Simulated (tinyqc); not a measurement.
Speciation in dilute and buffered hydrofluoric acid, oxide etch rate and bath loading: one step, computed by the program tinyqc. Command: `OMP_NUM_THREADS=1 python tinyqc.py 3120026 3120027 out.jsonl hfetch walk`. One thread of a shared host (Intel(R) Xeon(R) Processor @ 2.30GHz), about 0.01 s of CPU time with the checks.

Concentrations stand for activities, NH4+ and Cl- are spectators, and water ionisation is neglected. H, F and HF2 denote the ions H+, F- and HF2-. The base temperature is 298 K.

Task: Etch rate. Rate = k_a ([HF] + 2 [H2F2]) + k_b [HF2], an empirical two-term form. Time = oxide/rate; a temperature error changes the rate by exp((E_a/k_B)(1/298 - 1/(298 + error))) - 1.

Inputs (values chosen for the exercise, of the order of those for thermal oxide at room temperature):
```
quantity                         value            unit
rate constant of neutral HF k_a     14  nm L/(min mol)
rate constant of HF2 k_b            57  nm L/(min mol)
activation energy                 0.43              eV
temperature error                    2               K
oxide removed per wafer            2.3              nm
```

[HF] = 0.1192066 mol/L

[H2F2] = 0.03850969 mol/L

[HF2] = 0.003322660 mol/L

Constants: k_B = 8.617333262e-05 eV/K.

Give: etch rate; share of HF2 in the rate; etch time; rate change from the temperature error.

Result:

etch rate = 2.9366 nm/min

share of HF2 in the rate = 6.4494 %

etch time = 46.994 s

rate change from the temperature error = 11.810 %
